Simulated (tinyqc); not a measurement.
What each parameter does: two-dimensional electron gas with Rashba and Dresselhaus coupling.

H = c k^2/m + al (ky sx - kx sy) + b1 (kx sx - ky sy) + gam kx ky (kx sy - ky sx), s the Pauli matrices, x = [100], c = hbar^2/2m0, b1 = gam (pi/L)^2 (hard walls). H = c k^2/m + B.s, so E = c k^2/m -/+ |B| and the lower state has its spin along -B.

Constants: hbar^2/2m0 = 3.80998211 eV angstrom^2.

Parameters, chosen for this exercise (of the size met in GaAs; not measured data):
- m = 0.0707 m0 (mass)
- al = 0.018 eV angstrom (Rashba constant)
- gam = 10.8 eV angstrom^3 (bulk Dresselhaus constant)
- L = 237 angstrom (width of the (001) well)
- n = 2.4 1e11/cm^2 (sheet density (one subband filled))

Splittings 2|B| at k0 = sqrt(2 pi n) along [100], [110] and [-110], and E0 = c k0^2/m; 1e11/cm^2 = 1e-5/angstrom^2.

Results for these values:
```
case  [100] (meV)  [110] (meV)  [-110] (meV)  E0 (meV)
base       0.4445       0.4687        0.4155      8.13
```

What happens to each result for m = 0.07777 m0, all else kept?

Answer: [100] does not change at the printed digits; [110] does not change at the printed digits; [-110] does not change at the printed digits; E0 falls from 8.13 to 7.39.

The same for each parameter in turn:
```
case                       [100] (meV)  [110] (meV)  [-110] (meV)  E0 (meV)
base                            0.4445       0.4687        0.4155      8.13
m = 0.07777 m0                  0.4445       0.4687        0.4155      7.39
al = 0.0216 eV angstrom         0.5325       0.5571        0.5039      8.13
gam = 12.96 eV angstrom^3       0.4456       0.4740        0.4101      8.13
L = 257 angstrom                0.4439       0.4617        0.4224      8.13
n = 3.6 1e11/cm^2               0.5444       0.5618        0.5211     12.19
```

(tinyqc, `OMP_NUM_THREADS=1 python tinyqc.py 1451501 1451502 out.jsonl`, Intel(R) Xeon(R) Processor @ 2.30GHz, 1 thread, shared host, about 0.01 s.)
